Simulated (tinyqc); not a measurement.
Inside a calculation. Model: estimate of lattice thermal conductivity from elastic moduli (Slack, Klemens and Cahill formulas). Computed by tinyqc, a small Python program that keeps every step. Command: `OMP_NUM_THREADS=1 python tinyqc.py 3004849 3004850 out.jsonl slack walk`. One thread of a shared host (Intel(R) Xeon(R) Processor @ 2.30GHz), about 0.01 s of CPU time with the checks. Intermediate numbers are printed to about 6 digits and carried at full precision; extremes and crossings named in words are read from the listed rows.

An isotropic solid.

Inputs (values chosen for the exercise, for a model crystal):
```
quantity,value,unit
bulk modulus B,61.8,GPa
shear modulus G,52.3,GPa
volume per atom V,19.8,angstrom^3
mean atomic mass M,20.9,u
atoms per primitive cell n,2,-
volume expansion coefficient alpha_V,47.8,ppm/K
temperature T,700,K
disorder parameter Gamma,0.0001,-
grain size d,170,nm
```

Grueneisen parameter: from thermal expansion.

Constants: u = 1.6605390666e-27 kg; hbar = 1.054571817e-34 J s; k_B = 1.380649e-23 J/K; h = 6.62607015e-34 J s.

## Velocities, Poisson ratio and Debye temperature

rho = M/V; vL = sqrt((B + 4G/3)/rho), vT = sqrt(G/rho); v_m = [(vL^-3 + 2 vT^-3)/3]^(-1/3); Poisson ratio sigma = (3B - 2G)/(6B + 2G); Theta = hbar v_m (6 pi^2/V)^(1/3)/k_B.

density rho = 1752.79 kg/m^3

vL = 8662.69 m/s

vT = 5462.43 m/s

v_m = 6011.53 m/s

Poisson ratio sigma = 0.169962

Debye temperature Theta = 661.566 K

## Grueneisen parameter

gamma = alpha_V B V/(3 k_B), with the classical heat capacity 3 k_B per atom.

Grueneisen parameter gamma = 1.41214

## Conductivity of the perfect crystal

Slack, an estimate for T near or above Theta_a: kappa = A M Theta_a^3 delta n^(1/3)/(gamma^2 T) in W/(m K), with M in u, delta = V^(1/3) in angstrom, Theta_a = Theta n^(-1/3) and A = 2.43e-6/(1 - 0.514/gamma + 0.228/gamma^2).

acoustic Debye temperature Theta_a = 525.086 K

A = 3.23850e-06

kappa of the perfect crystal = 23.9273 W/(m K)

## Point defects and grains

High-temperature forms with the classical heat capacity. Klemens: kappa/kappa_0 = arctan(u)/u, u^2 = pi^2 Theta V Gamma kappa_0/(h v_m^2). Grains: 1/kappa_poly = 1/kappa + 1/(C v_m d/3), C = 3 k_B/(n V), the acoustic branches alone.

disorder scale u = 0.113659

kappa with point defects = 23.8250 W/(m K)

grain-boundary limit = 356.305 W/(m K)

kappa of the polycrystal = 22.3318 W/(m K)

For small u the loss is about u^2/3 = 0.004. Grains remove a further 6 %.

## Minimum conductivity

Cahill minimum: kappa_min = (pi/6)^(1/3) k_B V^(-2/3) sum over L, T, T of v (T/Theta_i)^2 int_0^(Theta_i/T) x^3 e^x/(e^x - 1)^2 dx, Theta_i = Theta v_i/v_m (64 Gauss-Legendre points). Its high-temperature limit is (1/2) (pi/6)^(1/3) k_B V^(-2/3) (vL + 2 vT).

kappa_min = 1.41628 W/(m K)

its high-temperature limit = 1.48910 W/(m K)

kappa_poly/kappa_min = 15.7679

## All estimates against temperature

The formulas are those given above.

Kappa (W/(m K)):
```
T (K),perfect crystal,with point defects,polycrystal,minimum
200,83.7454,82.5164,67.0000,0.90523
300,55.8303,55.2793,47.8548,1.16111
400,41.8727,41.5614,37.2199,1.28580
550,30.4529,30.2876,27.9147,1.37448
750,22.3321,22.2430,20.9360,1.42527
1000,16.7491,16.6989,15.9513,1.45254
1300,12.8839,12.8542,12.4066,1.46725
1700,9.8524,9.8350,9.5708,1.47625
```

The perfect crystal follows 1/T. With point defects the exponent runs from -0.99 to -1.00 (the strong-disorder limit is -1/2), and with grains from -0.83 to -0.97. At the highest T it is still 6.5 times the minimum. Rows below Theta_a = 525 K are outside the range of the Slack formula.

Checks made by the program: arctan(u)/u against the Debye integral of 1/(1 + u^2 y^2) (relative difference below 1e-10).
